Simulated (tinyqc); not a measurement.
Field length and prefactor from two substrate currents.

Question. For Em = (Vd - Vdsat)/l, Isub/Id = (Ai/Bi)(Vd - Vdsat) exp(-Bi l/(Vd - Vdsat)), and l = sqrt(3 tox xj). Find l, Ai and xj.

Parameters, values chosen for the exercise: oxide thickness tox = 5.2 nm; ionisation field Bi = 1.84 MV/cm.

Isub/Id at Vd - Vdsat = 1.8 and 2.4 V: [0.0359470756, 0.130183991]

Solution. ln[Isub/(Id (Vd - Vdsat))] is linear in 1/(Vd - Vdsat) with slope -Bi l.

l = 39.10 nm
Ai = 2.000e6 1/cm
xj = 98.00 nm

Numbers from tinyqc (`OMP_NUM_THREADS=1 python tinyqc.py 2550030 2550031 out.jsonl`; about 0.01 s on one thread of a shared Intel Xeon 2.30GHz).
